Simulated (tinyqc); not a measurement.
One level coupled to a phonon between two leads, self-consistent Born approximation: two steps of the calculation.

Wide-band leads with mu_L = +V/2 and mu_R = -V/2; phonons in equilibrium, Nq = 1/(exp(w0/kB T) - 1). Scattering links only energies that differ by w0, so a ladder E_k = E1 + k w0 closes on itself; terms that reach past its ends are dropped. Gn and Gp are the electron and hole parts of the spectral function A = Gn + Gp.

Parameters, values chosen for the exercise: temperature of leads and phonons T = 300 K; phonon energy w0 = 180 meV; level ed = 177 meV; coupling to the left lead GL = 110 meV; coupling to the right lead GR = 120 meV; bias V = 207 mV; rungs of the ladder shown nr = 5; lowest rung E1 = -168 meV.

Constants: q = 1.602176634e-19 C, kB = 1.380649e-23 J/K, Vt = kB T/q. Results are converted to the units shown.

Problem 1. The ladder and the first Green functions. |G|^2 = 1/[(E - ed)^2 + (GL + GR + Sin + Sout)^2/4], Gn = |G|^2 (GL fL + GR fR + Sin), Gp = |G|^2 (GL (1 - fL) + GR (1 - fR) + Sout), f = 1/(1 + exp((E - mu)/kB T)). On a single ladder the real part of the phonon self-energy, which needs all energies, is left out. At the start Sin = Sout = 0.

Find: E; fL; fR; Gn; Gp; Nq.

Solution 1.

```
rung  E (meV)        fL         fR  Gn (1/meV)  Gp (1/meV)
0        -168     1.000     0.9238    0.001670    6.918e-5
1          12    0.9718    0.01134    0.002676    0.003010
2         192   0.03157   1.086e-5    2.583e-4     0.01684
3         372  3.086e-5   1.028e-8    6.626e-8    0.004488
4         552  2.921e-8  9.729e-12   2.089e-11    0.001495
```

Nq = 9.474e-4

Problem 2. Green functions. 

```
rung  E (meV)     Sin (meV)    Sout (meV)
0        -168     2.5743961  0.0027402508
1          12    0.25000522   0.081874437
2         192  0.0025004707     2.8991437
3         372  2.3521769e-4     16.201903
4         552  6.0326685e-8     4.3168028
```

Find: Gn after iteration 1; Gp after iteration 1.

Solution 2.

```
rung  Gn after iteration 1 (1/meV)  Gp after iteration 1 (1/meV)
0                        0.0016856                     6.9040e-5
1                        0.0026800                     0.0030089
2                        2.5221e-4                      0.016642
3                        6.8278e-8                     0.0046296
4                       2.1215e-11                     0.0015181
```

Range of the model: The self-consistent Born approximation keeps only non-crossing phonon lines and no Hartree shift; it is rough once the coupling nears the phonon energy.

tinyqc, about 0.06 s, one thread, Intel Xeon 2.30GHz (shared host): `OMP_NUM_THREADS=1 python tinyqc.py 2720027 2720028 out.jsonl`
